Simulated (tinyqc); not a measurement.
# All-pass ring resonator: what changes with what

A ring of length L = 2 pi Rr coupled to one bus waveguide: round-trip amplitude a = 10^(-al L/20), self-coupling t = sqrt(1 - k2). At detuning d from the resonance the round-trip phase is p = 2 pi d/FSR and the transmission T = (a^2 - 2 a t cos p + t^2)/(1 - 2 a t cos p + a^2 t^2). Lossless coupler, linear absorption only.

Inputs (values chosen for the exercise); values close to those of silicon waveguides:
- lam = 1550 nm (cold resonance wavelength)
- Rr = 5 um (ring radius)
- ng = 4.02 (group index)
- al = 7 dB/cm (propagation loss)
- k2 = 0.0074 (power coupling)

Constants: c = 299792458 m/s. Results are converted to the units shown.

Each table varies one quantity; the others keep the values above.

## Effect of the propagation loss

FSR = lam^2/(ng L), finesse F = pi sqrt(a t)/(1 - a t), FWHM = FSR/F, Q = lam/FWHM, Tmin = (a - t)^2/(1 - a t)^2, power build-up k2 a^2/(1 - a t)^2, optical bandwidth c/(lam Q).

The same in every row: t = 0.99629.

Effect of the propagation loss:
```
al (dB/cm)	a	Q	Tmin	build-up	bandwidth (GHz)
0.88	0.99968	63485	0.70917	456.73	3.0466
1.6	0.99942	59633	0.53343	402.88	3.2434
2.9	0.99895	53746	0.31308	327.11	3.5987
5.2	0.99812	45754	0.10735	236.86	4.2273
9.4	0.99661	35983	0.0019469	146.28	5.3751
17	0.99387	25954	0.060955	75.893	7.4522
31	0.98885	17149	0.25238	32.967	11.278
56	0.97995	10679	0.47624	12.669	18.111
```

As al goes from 0.88 to 56 dB/cm, Q falls from 63500 to 10700, Tmin goes from 0.709 through a minimum of 0.00195 (at al = 9.4 dB/cm among the rows listed) to 0.476 and the build-up falls from 457 to 12.7. The ring is overcoupled (t < a) in 5 of the 8 rows; the dip is deepest where t and a cross.

## Effect of the power coupling

Same model as above.

The same in every row: a = 0.9975.

Effect of the power coupling:
```
k2	t	Q	Tmin	build-up	bandwidth (GHz)
0.00063	0.9997	8.991e4	0.6063	77.56	2.151
0.0011	0.9994	8.305e4	0.4133	115.6	2.329
0.0018	0.9991	7.457e4	0.2258	152.5	2.594
0.0031	0.9984	6.267e4	0.05751	185.7	3.086
0.0054	0.9973	4.886e4	0.001122	196.8	3.959
0.0091	0.9954	3.604e4	0.08241	180.8	5.367
0.016	0.9920	2.416e4	0.2726	143.3	8.007
0.027	0.9864	1.578e4	0.4730	103.8	12.25
0.045	0.9772	1.002e4	0.6429	70.34	19.31
```

What does the comparison show?

As k2 goes from 0.00063 to 0.045, Q falls from 89900 to 10000, Tmin goes from 0.606 through a minimum of 0.00112 (at k2 = 0.0054 among the rows listed) to 0.643 and the build-up goes from 77.6 through a maximum of 197 (at k2 = 0.0054 among the rows listed) to 70.3. The ring is overcoupled (t < a) in 5 of the 9 rows; the dip is deepest where t and a cross.

## Effect of the ring radius

Same model as above.

The same in every row: t = 0.99629.

Effect of the ring radius:
```
Rr (um)	a	Q	Tmin	build-up	bandwidth (GHz)
1.7	0.99914	19025	0.38894	354.62	10.166
2.7	0.99863	27205	0.21329	287.32	7.1096
4.4	0.99777	37911	0.062526	209.92	5.1019
7.1	0.99641	49731	2.6316e-4	138.54	3.8892
11	0.99445	60658	0.039978	85.699	3.1886
19	0.99043	72944	0.19624	41.371	2.6515
30	0.98492	81240	0.36857	20.469	2.3808
```

Read the table: what changes, and by how much?

As Rr goes from 1.7 to 30 um, Q rises from 19000 to 81200, Tmin goes from 0.389 through a minimum of 2.63e-4 (at Rr = 7.1 um among the rows listed) to 0.369 and the build-up falls from 355 to 20.5. The ring is overcoupled (t < a) in 4 of the 7 rows; the dip is deepest where t and a cross. Bend loss, which grows for small rings, is left out.

Numbers from tinyqc (`OMP_NUM_THREADS=1 python tinyqc.py 2650108 2650109 out.jsonl`; about 0.01 s on one thread of a shared Intel Xeon 2.30GHz).
